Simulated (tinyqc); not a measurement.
From results to parameters: minimal-basis H2. Computed by the program tinyqc with PySCF.

Problem. For two electrons in the two orbitals of minimal-basis H2, the CIS energies are e2 - e1 - J12 + 2 K12 and e2 - e1 - J12, and E_corr = D - sqrt(D^2 + K12^2) with 2D the energy of the double excitation. Find J12, K12, D, the MP2 energy and the weight of the double excitation.

orbital gap e2 - e1 = 0.41468288 hartree
CIS singlet and triplet energies (hartree): 0.394186  -0.112373
FCI correlation energy = -0.14701247 hartree

Solution. Half the singlet-triplet splitting is K12, the gap less the triplet energy is J12, D = (E_corr^2 - K12^2)/(2 E_corr), MP2 is -K12^2/(2 gap), and the weight is c^2/(1 + c^2) with c = E_corr/K12.

J12, K12, D (hartree): 0.5271  0.2533  0.1447
MP2 correlation energy = -0.077349 hartree
weight of the double excitation = 0.252
